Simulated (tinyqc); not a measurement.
Photoconductance decay in a wafer: bulk and surface recombination modes, and iron detection by pair splitting: one step, computed by the program tinyqc.

Both faces of the wafer have the same S; injection is low and all coefficients are constant. x runs from -W/2 to W/2.

Problem. Effective lifetime. Even modes cos(a x) obey b tan b = S W/(2 D) with b = a W/2, odd modes sin(a x) obey -b cot b = S W/(2 D); each decays at the rate 1/tau_b + D a^2. tau_eff is the decay time of the first mode. The surface time is 1/(D a^2) of that mode; shortcuts for it are W/(2 S), W^2/(pi^2 D) and their sum, whose error is sum/surface time - 1.

Inputs (values chosen for the exercise, modelled on p-type silicon): thickness W = 150 micrometre; diffusivity D = 32.8 cm^2/s; bulk lifetime tau_b without iron = 32 microsecond; surface recombination velocity S = 14000 cm/s.

Give: tau_eff; surface time; W/(2 S); W^2/(pi^2 D); error of the sum; tau_eff/tau_b.

Solution.

tau_eff = 1.131 microsecond

surface time = 1.172 microsecond

W/(2 S) = 0.5357 microsecond

W^2/(pi^2 D) = 0.6950 microsecond

error of the sum = 4.994 %

tau_eff/tau_b = 0.03534

tau_eff is only 0.035 of tau_b, so it understates the bulk lifetime.
